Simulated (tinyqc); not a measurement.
# Worked calculation: floating body of a partially depleted SOI transistor: body voltage and kink

Numbers from tinyqc (`OMP_NUM_THREADS=1 python tinyqc.py 2182202 2182203 out.jsonl`; about 0.2 s on one thread of a shared Intel Xeon 2.30GHz). Printed values are rounded.

Source at 0 V. Channel current Ic = 2 nf K Vt^2 [F(0) - F(Vd)](1 + la Vd), F(V) = ln^2(1 + exp((Vg - VT - nf V)/(2 nf Vt))), VT = VT0 - gb Vb. Saturation voltage Vs = 2 Vt sqrt(F(0)) + 3 Vt, excess Ve = (Vd - Vs + sqrt((Vd - Vs)^2 + 0.0004 V^2))/2, multiplication M1 = Ai Ve exp(-Bl/Ve). Each junction passes D(v) = J1 (exp(v/Vt) - 1) + J2 (exp(v/(2 Vt)) - 1). Bipolar current Ib = bb J1 (exp(Vb/Vt) - 1). The body settles where M1 (Ic + Ib) = D(Vb) + D(Vb - Vd) + Vb/Rb; drain current Id = (1 + M1)(Ic + Ib) - D(Vb - Vd).

Inputs (values chosen for the exercise); values of the order met in partially depleted silicon-on-insulator transistors: temperature T = 330 K; threshold at zero body voltage VT0 = 0.42 V; fall of the threshold per volt of body voltage gb = 0.22; slope factor nf = 1.18; gain factor per width K = 490 uA/(V^2 um); channel-length modulation factor la = 0.04 1/V; impact-ionisation prefactor Ai = 3.85 1/V; impact-ionisation voltage Bl = 4.3 V; diffusion saturation current of each junction J1 = 2.6e-12 uA/um; recombination saturation current of each junction J2 = 3e-8 uA/um; gain of the lateral bipolar transistor on the diffusion current bb = 0; resistance of a weak body tie to the source (1e9 stands for no tie, and the term is then dropped) Rb = 1e5 kohm um; gate voltage Vg = 0.77 V; drain voltage Vd = 1.8 V.

Constants: q = 1.602176634e-19 C, kB = 1.380649e-23 J/K, Vt = kB T/q. Results are converted to the units shown.

Range of the model: The multiplication law is an empirical form chosen for the exercise; self-heating and capacitive coupling to the body are left out, and the linear laws are rough once Vb passes about 0.7 V or M1 about 0.1.

## Starting value

Vb = 0.88 V.

Vb at the start = 0.88 V

## Iteration 1: new Vb

Current into the body I_in = M1 (Ic + Ib) - D(Vb - Vd), current out I_out = D(Vb) + Vb/Rb; f = ln(I_in/I_out), s = df/dVb by central differences over 1e-5 V, Vb(new) = Vb - f/s.

Ic = 65.7764 uA/um
Ve = 1.25407 V
M1 = 0.156553
I_in = 10.2975 uA/um
I_out = 71.6786 uA/um
f = -1.94029
s = -34.9715 1/V
Vb after iteration 1 = 0.824518 V

## Iteration 2: new Vb

As before.

Ic = 62.8568 uA/um
Ve = 1.26441 V
M1 = 0.162333
I_in = 10.2037 uA/um
I_out = 10.2314 uA/um
f = -0.00270780
s = -34.8569 1/V
Vb after iteration 2 = 0.824440 V

## Course of the iteration

Stop when the step is below 1e-10 V, or after 40 iterations.

Course of the iteration:

| iteration | Vb before the step (V) | step (V) |
|---|---|---|
| 1 | 0.88 | -0.0555 |
| 2 | 0.824518 | -7.77e-5 |
| 3 | 0.824440 | -2.78e-10 |
| 4 | 0.824440 | 0 |

Converged in 4 iterations.

## Drain current with floating and with grounded body

converged Vb = 0.824440 V

Id and VT at the converged Vb, Id at Vb = 0, their ratio, and the bipolar share Ib/(Ic + Ib).

VT = 0.238623 V
Id, floating = 73.0563 uA/um
Id, grounded = 34.5082 uA/um
ratio = 2.11707
bipolar share = 0.00000 %

The body rises to 0.824 V and lowers the threshold by 181 mV.
